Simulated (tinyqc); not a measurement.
Elastic strain and critical thickness of a cubic alloy layer A(1-x)B(x) on a thick substrate: one step, computed by the program tinyqc.

Strain is positive in tension. The layer is coherent with the substrate unless said otherwise.

Question. Equilibrium strain at the thickness h. For h > h_c the same force balance gives the strain left, |e| = |f| A [ln(h/b) + 1]/h, and below h_c e = f; relaxation = 1 - e/f; dislocations per length across each line direction = (|f| - |e|)/(b cos lambda).

Inputs (values chosen for the exercise, for a model alloy): layer thickness h = 28 nm.

Layer: uncapped. Misfit dislocation: 60-degree.

critical thickness h_c (Matthews-Blakeslee) = 2.199954 nm

misfit f = 0.02950048

prefactor A = 0.8051994 nm

Burgers vector b = 0.3891661 nm

Give: strain left e; relaxation; dislocation line density.

Answer.

strain left e = 0.004476

relaxation = 84.83 %

dislocation line density = 128.6 1/micrometre

h is 12.73 h_c: in equilibrium dislocations lie 7.78 nm apart; slow nucleation and glide can keep a real layer more strained. Caution: a critical thickness of a few Burgers vectors is outside continuum elasticity and hangs on the core term.
